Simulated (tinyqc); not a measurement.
Hubbard chain of 4 sites, step by step. One step of it, computed by the program tinyqc.

Task: Mean-field iteration 1. H(up) = T + U n(down), H(down) = T + U n(up); fill the lowest levels; n(new) = n + mixing (n(out) - n); E = tr T (rho up + rho down) + U sum n_up n_down of the output.

one-body matrix (hopping and site energies) (eV), lower triangle:
```
           1          2          3         4
1   0.000000
2  -1.710000   0.000000
3   0.000000  -1.710000   0.000000
4   0.000000   0.000000  -1.710000  0.000000
```

U = 3.200000 eV

electrons, up and down: 2  2

mixing = 0.500000

n(up) at the start (a guess, not normalised): 1 0.500000, 2 0.500000, 3 0.500000, 4 0.500000

n(down) at the start (a guess): 1 0.500000, 2 0.500000, 3 0.500000, 4 0.500000

Give: levels, up; levels, down; energy; n(up) after iteration 1; n(down) after iteration 1.

Result:

levels, up (eV): -1.167  0.543  2.657  4.367

levels, down (eV): -1.167  0.543  2.657  4.367

energy = -4.447 eV

n(up) after iteration 1: 1 0.500, 2 0.500, 3 0.500, 4 0.500

n(down) after iteration 1: 1 0.500, 2 0.500, 3 0.500, 4 0.500
